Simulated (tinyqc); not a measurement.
WKB tunnelling through a gate dielectric with a two-band (Franz) dispersion: one step. The integrals by Simpson's rule. Four cases, with inputs chosen for the exercise.

Task: Weights 1, 4, 2, 4, 2, 4, 2, 4, 1 times a third of the spacing.

Case 1.

kappa (1/angstrom):
```
x (angstrom)    u (eV)  parabolic     Franz
0.00000       1.550000   0.305892  0.260402
2.80938       1.356250   0.286136  0.249300
5.61875       1.162500   0.264910  0.235981
8.42812       0.968750   0.241829  0.220042
11.23750      0.775000   0.216298  0.200860
14.04688      0.581250   0.187320  0.177387
16.85625      0.387500   0.152946  0.147589
19.66562      0.193750   0.108149  0.106272
22.47500      0.000000   0.000000  0.000000
```

Case 2.

kappa (1/angstrom):
```
x (angstrom)    u (eV)  parabolic     Franz
0.00000       3.080000   0.666799  0.533692
4.62500       2.730000   0.627771  0.518224
9.25000       2.380000   0.586149  0.498154
13.87500      2.030000   0.541337  0.472897
18.50000      1.680000   0.492464  0.441564
23.12500      1.330000   0.438173  0.402740
27.75000      0.980000   0.376126  0.353968
32.37500      0.630000   0.301571  0.290275
37.00000      0.280000   0.201048  0.197736
```

Case 3.

kappa (1/angstrom):
```
x (angstrom)    u (eV)  parabolic     Franz
0.00000       1.480000   0.285614  0.246783
6.25000       1.330000   0.270753  0.237934
12.50000      1.180000   0.255029  0.227812
18.75000      1.030000   0.238269  0.216238
25.00000      0.880000   0.220237  0.202966
31.25000      0.730000   0.200590  0.187635
37.50000      0.580000   0.178798  0.169687
43.75000      0.430000   0.153951  0.148175
50.00000      0.280000   0.124230  0.121216
```

Case 4.

kappa (1/angstrom):
```
x (angstrom)    u (eV)  parabolic     Franz
0.00000       1.590000   0.347885  0.299130
6.08672       1.391250   0.325417  0.285909
12.17344      1.192500   0.301278  0.270229
18.26016      0.993750   0.275027  0.251630
24.34688      0.795000   0.245992  0.229403
30.43359      0.596250   0.213035  0.202356
36.52031      0.397500   0.173943  0.168180
42.60703      0.198750   0.122996  0.120976
48.69375      0.000000   0.000000  0.000000
```

Give: integral of kappa dx.

Result:

Case 1.

integral of kappa dx: parabolic 4.559, Franz 4.159

Case 2.

integral of kappa dx: parabolic 17.595, Franz 15.502

Case 3.

integral of kappa dx: parabolic 10.775, Franz 9.852

Case 4.

integral of kappa dx: parabolic 11.232, Franz 10.303

Computed by tinyqc, one run a case: `OMP_NUM_THREADS=1 python tinyqc.py N N+1 out.jsonl` with N = 1480031, 1480066, 1480310, 1480330; one thread of a shared Intel(R) Xeon(R) Processor @ 2.30GHz, about 0.01 s a run at most.
